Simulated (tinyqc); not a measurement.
Precursor delivery and alloy composition in metal-organic vapour-phase epitaxy: one step, computed by the program tinyqc. Command: `OMP_NUM_THREADS=1 python tinyqc.py 3007278 3007279 out.jsonl movpe walk`. One thread of a shared host (Intel(R) Xeon(R) Processor @ 2.30GHz), about 0.01 s of CPU time with the checks.

Carrier gas leaves each bubbler saturated. Group-III species cross a boundary layer and react at the surface; element 2 can also desorb. The film is (1)_(1-x) (2)_x V with a zinc-blende cell.

Task: Molar flows. Temperatures in kelvin are T(C) + 273.15. Vapour pressure p_v = 10^(a - b/T); precursor flow = carrier flow x p_v/(p_b - p_v); 1 sccm = 44.615 micromol/min; V/III = hydride flow over the sum of both; gas share x_g = F2/(F1 + F2).

Inputs (values chosen for the exercise, close to those used for InGaAs from TMGa and TMIn):
```
quantity,value,unit
source 1: a in log10(p/torr) = a - b/T,8.07,-
source 1: b,1703,K
source 1: bath temperature,-2,C
source 1: carrier flow,11,sccm
source 2: a,10.52,-
source 2: b,3014,K
source 2: bath temperature,22,C
source 2: carrier flow,93,sccm
bubbler pressure p_b,1000,torr
group-V hydride flow,280,sccm
```

Give: vapour pressures; molar flows; V/III ratio; gas share x_g.

Result:

vapour pressures (torr): source 1 61.57, source 2 2.033

molar flows (micromol/min): F1 32.20, F2 8.455

V/III ratio = 307.3

gas share x_g = 0.2080

The slope of F2 with the temperature of bath 2 is b ln(10)/T^2 x p_b/(p_b - p_v) = 8.0 % per kelvin.
